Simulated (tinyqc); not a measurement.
What each parameter does: polytypes by hexagonality, and a cubic inclusion as a quantum well.

Gap: E3 + (Es - E3) h/hs for h up to hs, then linear from Es to E2 at h = 1. Valence top Ev2 h and polarisation P2 h, both counted from 3C; Ec = Ev + gap.

A cubic inclusion of width L = N d in the host (h = 0.5) is a well of depth V = Ec(host) - Ec(3C). Square well with mass mismatch: k tan(k L/2) = (m_w/m_b) q, k = sqrt(m_w E/c), q = sqrt(m_b (V - E)/c), c = hbar^2/2m0, lowest root. The depth of the level, V - E, is its binding, and the transition to the valence top of the host is gap(host) - (V - E). The step in polarisation gives a field |F| = |P|/(eps eps0) in a thin inclusion, eps0 = 8.8541878e-12 F/m.

Constants: hbar^2/2m0 = 3.80998211 eV angstrom^2.

Values chosen for the exercise (of the order of those of SiC; the results hold for these values, not for the real material):

| symbol | value | unit | meaning |
|---|---|---|---|
| E3 | 2.369 | eV | gap of the cubic polytype |
| E2 | 3.358 | eV | gap of 2H |
| Ev2 | 0.12 | eV | valence top of 2H above that of 3C |
| P2 | -0.0362 | C/m^2 | spontaneous polarisation of 2H |
| Es | 3.295 | eV | gap at the hexagonality hs |
| hs | 0.5 |  | hexagonality up to which the first line holds |
| m | (0.298, 0.311) | m0 | electron mass along c in the cubic layer and in the host |
| d | 2.522 | angstrom | thickness of a double layer |
| eps | 9.9 |  | dielectric constant |
| N | 6 |  | double layers in the cubic inclusion |

Well depth, depth of the level, transition without the field and field.

Results for these values:

| case | V (eV) | depth (eV) | transition (eV) | \|F\| (MV/cm) |
|---|---|---|---|---|
| base | 0.9860 | 0.7433 | 2.5517 | 2.065 |

What happens to each result for Ev2 = 0.15 eV, all else kept?

Answer: V rises from 0.9860 to 1.0010; depth rises from 0.7433 to 0.7570; transition falls from 2.5517 to 2.5380; |F| does not change at the printed digits.

The same for each parameter in turn:

| case | V (eV) | depth (eV) | transition (eV) | \|F\| (MV/cm) |
|---|---|---|---|---|
| base | 0.9860 | 0.7433 | 2.5517 | 2.065 |
| N = 7 | 0.9860 | 0.7882 | 2.5068 | 2.065 |
| Ev2 = 0.15 eV | 1.0010 | 0.7570 | 2.5380 | 2.065 |
| E3 = 2.349 eV | 1.0060 | 0.7616 | 2.5334 | 2.065 |
| E2 = 3.388 eV | 0.9860 | 0.7433 | 2.5517 | 2.065 |
| P2 = -0.0471 C/m^2 | 0.9860 | 0.7433 | 2.5517 | 2.687 |
| eps = 10.9 | 0.9860 | 0.7433 | 2.5517 | 1.875 |
| m = (0.358, 0.311) m0 | 0.9860 | 0.7606 | 2.5344 | 2.065 |

tinyqc: `OMP_NUM_THREADS=1 python tinyqc.py 1850204 1850205 out.jsonl`; about 0.05 s, one thread, shared Intel(R) Xeon(R) Processor @ 2.30GHz.
